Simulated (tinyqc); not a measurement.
Long-channel MOSFET, surface-potential model: course of the iteration: surface potential at the source by Newton steps.

n-channel transistor on a uniformly doped p-type body, gradual-channel approximation, constant mobility, Boltzmann statistics, full ionisation. Potentials are counted from the neutral body; V is the electron quasi-Fermi potential, Vsb at the source and Vsb + Vds at the drain. Charges are magnitudes per area.

With V = Vsb: G = psi - Vt + Vt e, e = exp((psi - 2 phiF - Vsb)/Vt); f = Vgs + Vsb - Vfb - psi - gamma sqrt(G); f' = -1 - gamma (1 + e)/(2 sqrt(G)); psi(new) = psi - f/f'.

Stop when psi changes by less than 1e-10 V, or after 40 iterations.

Inputs (values chosen for the exercise); material values close to those of silicon: temperature T = 293 K; flat-band voltage Vfb = -0.96 V; source-body reverse bias Vsb = 0 V; gate-source voltage Vgs = 0.31 V.

Constants: q = 1.602176634e-19 C, kB = 1.380649e-23 J/K, Vt = kB T/q. Results are converted to the units shown.

psi at the start (the root without inversion charge) = 0.838671 V
phiF = 0.463584 V
gamma = 0.478245 V^0.5

Course of the iteration:

| iteration | psi (V) | \|change\| (V) |
|---|---|---|
| 1 | 0.838513 | 1.58e-4 |
| 2 | 0.838513 | 1.39e-9 |
| 3 | 0.838513 | 0 |

Did this iteration meet its convergence test, and what does its course show?

Yes. Converged in 3 iterations. The change falls from 1.6e-4 in the first iteration to below the tolerance in the last.

Program tinyqc, `OMP_NUM_THREADS=1 python tinyqc.py 2360143 2360144 out.jsonl`; Intel Xeon 2.30GHz, shared host, one thread, about 0.05 s.
